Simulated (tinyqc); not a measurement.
Worked calculation: strain-driven crossing of the Gamma and L valleys in a germanium-like crystal. Values are carried at full precision from step to step, so a last printed digit may differ when a step is redone from the rounded ones.

Biaxial loads: e0 is the in-plane strain e_par and the normal is free. (001): e_perp = -2 (C12/C11) e_par; exx = eyy = e_par, ezz = e_perp, no shear. (111): e_perp = -(2 C11 + 4 C12 - 4 C44)/(C11 + 2 C12 + 4 C44) e_par; exx = eyy = ezz = (2 e_par + e_perp)/3 and exy = eyz = ezx = (e_perp - e_par)/3. (110): e_perp = -(C11 + 3 C12 - 2 C44)/(C11 + C12 + 2 C44) e_par; exx = eyy = (e_par + e_perp)/2, ezz = e_par, exy = (e_perp - e_par)/2, eyz = ezx = 0. Uniaxial loads: a stress along n, scaled so that n.e.n = e0, with exx = s11 sxx + s12 (syy + szz), exy = s44 sxy/2, s11 = (C11 + C12)/((C11 - C12)(C11 + 2 C12)), s12 = -C12/((C11 - C12)(C11 + 2 C12)), s44 = 1/C44.

Constants: kB = 8.617333262e-05 eV/K; hc = 1239.841984 eV nm.

Values chosen for the exercise (near those of Ge, gaps at low temperature; not measured data):
- C11 = 130.9 GPa
- C12 = 47.7 GPa
- C44 = 68 GPa
- load = uniaxial [100] (kind of strain)
- e0 = 0.0149 (size of the strain)
- Eg = 0.898 eV (gap at Gamma to the s-like level)
- EgL = 0.741 eV (gap to L)
- Dso = 0.295 eV (spin-orbit splitting)
- ac = -8.32 eV (conduction deformation potential)
- av = 1.22 eV (valence hydrostatic potential)
- b = -2.52 eV (tetragonal shear potential)
- d = -5.38 eV (trigonal shear potential)
- aL = -1.43 eV (hydrostatic potential of the L edge, Xd + Xu/3)
- XuL = 15.61 eV (uniaxial potential, L)
- mG = 0.0427 m0 (mass at Gamma)
- mL = 0.55 m0 (density-of-states mass of the four L valleys together)
- T = 77 K (temperature)

## The strain tensor for a uniaxial [100] load

Form the tensor and its trace.

strain tensor in the cubic axes:
```
          x          y          z
x  0.014900   0.000000   0.000000
y  0.000000  -0.003979   0.000000
z  0.000000   0.000000  -0.003979
```

tr(e) = 0.006941

## Band edges

Edges from the unstrained valence top: Gamma at Eg + ac tr(e); an L valley with unit axis u at EgL + aL tr(e) + XuL (u.e.u - tr(e)/3), u along [111], [1-1-1], [-11-1], [-1-11]; valence edges are the levels of the 6 x 6 matrix of X, Y, Z times spin with -Dso/3 + l exx + m (eyy + ezz) on the diagonal (cyclic), n exy off it, l = av + 2 b, m = av - b, n = sqrt(3) d. Spin-orbit term (Dso/3) L.sigma on X, Y, Z with (L_k)_ij = -i epsilon_kij: <X+|H|Y+> = -i Dso/3, <X+|H|Z-> = Dso/3, <Y+|H|Z-> = -i Dso/3, <Z+|H|X-> = -Dso/3, <Z+|H|Y-> = i Dso/3, <X-|H|Y-> = i Dso/3, and their conjugates; + and - are the spin along z.

Give the edges and the direct and indirect gaps from the top valence edge.

Gamma edge = 0.8403 eV

L edges (eV): [111] 0.7311, [1-1-1] 0.7311, [-11-1] 0.7311, [-1-11] 0.7311

valence edges from the top (eV): 0.0560  -0.0220  -0.3036

direct and indirect gap (eV): 0.7842  0.6750

The gap is indirect: Gamma lies 109 meV above the lowest L valley. The top two valence edges are 78 meV apart.

## Electrons in the Gamma valley

Non-degenerate, parabolic: share = mG^(3/2)/(mG^(3/2) + (mL^(3/2)/4) sum_i exp(-(E_Li - E_Gamma)/kT)). Also the offset at which four equal L valleys hold half of the electrons, kT ln((mL/mG)^(3/2)), and the wavelength hc/E of the direct gap.

(mL/mG)^(3/2) = 46.23
share in Gamma = 1.55e-07 %
offset for an even split = 25.4 meV
wavelength = 1581 nm

With the L valleys as they lie here, Gamma must be 25 meV below the lowest of them to hold half of the electrons at 77 K; it lies 109 meV above. A direct gap alone is not enough.

## Checks

- Gamma and lowest L edge at e0 = 0.04891, where the linear shifts make them meet (eV): both 0.7084.

tinyqc: `OMP_NUM_THREADS=1 python tinyqc.py 1081068 1081069 out.jsonl`; about 0.01 s, one thread, shared Intel(R) Xeon(R) Processor @ 2.30GHz.
